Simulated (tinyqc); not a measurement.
Resistance of a source-drain extension with a graded tip: two steps of the calculation.

y runs along the channel, the gate covers y > 0. The doping is N0 for y < y0 and N0 10^(-(y - y0)/la) beyond, uniform over the depth xj. Sheet conductance s(y) = q mu(N) max(N - Nch, 0) xj + (for y > 0) ma Cox Vo, with mu(N) = u0 + (u1 - u0)/(1 + (N/Nr)^au) and Cox = eps0 eox/tox. Current is taken as one-dimensional; depletion of the tip, spreading and the contact are left out. The metallurgical junction lies at yj, where N = Nch.

Values chosen for this exercise; mobility law close to that of electrons in silicon: relative permittivity of the gate insulator (close to silicon dioxide) eox = 3.9; insulator thickness tox = 1.3 nm; active doping of the extension far from the gate N0 = 2.9e20 cm^-3; lateral abruptness la = 2.2 nm/decade; position under the gate where the fall begins (gate edge at 0) y0 = 0.8 nm; depth of the extension xj = 29 nm; channel doping Nch = 1.3e18 cm^-3; gate overdrive Vo = 0.54 V; mobility of the gate-induced layer ma = 120 cm^2/(V s); mobility at low doping u1 = 1414 cm^2/(V s); mobility at high doping u0 = 68.5 cm^2/(V s); reference doping Nr = 9.2e16 cm^-3; exponent au = 0.711; gate length Lg = 30 nm.

Constants: q = 1.602176634e-19 C, eps0 = 8.8541878128e-14 F/cm where lengths are in cm. Results are converted to the units shown.

Problem 1. Sheet resistances and junction position. yj = y0 + la log10(N0/Nch); sheet resistance of the full extension 1/[q mu(N0)(N0 - Nch) xj] and of the gate-induced layer 1/(ma Cox Vo); metallurgical length Lg - 2 yj; ye is where the doped and the gate-induced conductances are equal.

Find: yj; sheet resistance of the extension; sheet resistance of the induced layer; metallurgical length; ye; N at ye.

Solution 1.

yj = 5.967 nm
sheet resistance of the extension = 102.3 ohm/square
sheet resistance of the induced layer = 5810 ohm/square
metallurgical length = 18.07 nm
ye = 4.993 nm
N at ye = 3.603e18 cm^-3

The gate takes over 0.974 nm before the junction, where N is still 2.77 times the channel doping.

Problem 2. Resistance of the overlapped part. Midpoint rule on 9 equal steps from 0 to yj: R_ov = sum h/s(y), per width.

Find: y; N; doped conductance; sheet resistance; R_ov.

Solution 2.

```
point,y (nm),N (cm^-3),doped conductance (uS),sheet resistance (ohm/square)
0,0.3315,2.900e20,9774,100.5
1,0.9944,2.366e20,8040,121.8
2,1.657,1.182e20,4169,230.4
3,2.320,5.907e19,2199,421.7
4,2.983,2.951e19,1185,737.1
5,3.646,1.475e19,649.4,1217
6,4.309,7.367e18,354.1,1900
7,4.972,3.681e18,176.5,2868
8,5.635,1.839e18,52.97,4443
```

R_ov = 7.982 ohm um

Computed by the program tinyqc: `OMP_NUM_THREADS=1 python tinyqc.py 2282020 2282021 out.jsonl`, one thread of a shared Intel Xeon 2.30GHz, about 0.04 s for the whole run.
